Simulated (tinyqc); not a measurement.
# Slope factor and drain-induced lowering from three currents

Problem. With source and body at 0 V, I = A exp((Vg + dd Vd)/(nf Vt)) (1 - exp(-Vd/Vt)). Find nf, the swing nf Vt ln 10 and dd.

Parameters, values chosen for the exercise:
```
symbol,value,unit,meaning
T,358,K,temperature
```

Constants: q = 1.602176634e-19 C, kB = 1.380649e-23 J/K, Vt = kB T/q. Results are converted to the units shown.

currents at (Vg, Vd) = (0, 0.05), (0, 0.7) and (0.06, 0.7) V (nA/um): 0.063585074  0.82368554  3.8558755

Solution. The pair at equal Vd gives nf; the pair at equal Vg, after dividing out the factors 1 - exp(-Vd/Vt), gives dd.

nf = 1.26
swing = 89.5 mV/decade
dd = 0.140

tinyqc, about 0.03 s, one thread, Intel Xeon 2.30GHz (shared host): `OMP_NUM_THREADS=1 python tinyqc.py 2242098 2242099 out.jsonl`
